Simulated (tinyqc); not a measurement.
On-chip power grid, static voltage drop by conjugate gradients: one step of the calculation.

A grid of 3 rows and 4 columns, node k = 4 row + column. Neighbours in a row are joined by Rx, in a column by Ry; pad nodes, which reach the supply through Rp: 0, 8. Each node draws I0, node 6 draws kh I0. The drops u = Vdd - V solve G u = i, with G the conductance matrix (1/Rp added on the diagonal at pad nodes).

Task. Conjugate-gradient step. q = G p; a = (r.r)/(p.q); u(new) = u + a p; r(new) = r - a q; b = (r.r)(new)/(r.r); p(new) = r(new) + b p.

Values chosen for this exercise: resistance of a horizontal segment Rx = 0.86 ohm; resistance of a vertical segment Ry = 1.1 ohm; resistance from a pad node to the supply Rp = 0.16 ohm.

u after iteration 2 (mV):
```
	col 0	col 1	col 2	col 3
row 0	1.459007	20.784293	32.028096	20.784293
row 1	20.784293	35.165901	52.670643	35.165901
row 2	1.459007	20.784293	32.028096	20.784293
```

r after iteration 2 (mA):
```
	col 0	col 1	col 2	col 3
row 0	40.120913	12.877116	1.817573	35.348379
row 1	-9.214084	-13.316829	-32.240604	3.405971
row 2	40.120913	12.877116	1.817573	35.348379
```

p after iteration 2 (mA):
```
	col 0	col 1	col 2	col 3
row 0	33.898545	50.476840	64.913787	72.948103
row 1	28.385641	56.894684	39.541460	73.617485
row 2	33.898545	50.476840	64.913787	72.948103
```

Give: q; a; u after iteration 3; r after iteration 3; b; p after iteration 3.

Result.

q (mA S):
```
	col 0	col 1	col 2	col 3
row 0	197.6	-3.3	30.5	8.7
row 1	-43.2	65.0	-105.9	40.8
row 2	197.6	-3.3	30.5	8.7
```

a = 0.3763 ohm

u after iteration 3 (mV):
```
	col 0	col 1	col 2	col 3
row 0	14.22	39.78	56.46	48.24
row 1	31.47	56.58	67.55	62.87
row 2	14.22	39.78	56.46	48.24
```

r after iteration 3 (mA):
```
	col 0	col 1	col 2	col 3
row 0	-34.24	14.14	-9.66	32.06
row 1	7.03	-37.78	7.62	-11.96
row 2	-34.24	14.14	-9.66	32.06
```

b = 0.9043

p after iteration 3 (mA):
```
	col 0	col 1	col 2	col 3
row 0	-3.58	59.78	49.04	98.03
row 1	32.70	13.67	43.38	54.61
row 2	-3.58	59.78	49.04	98.03
```

Program tinyqc, `OMP_NUM_THREADS=1 python tinyqc.py 2770187 2770188 out.jsonl`; Intel Xeon 2.30GHz, shared host, one thread, about 0.1 s.
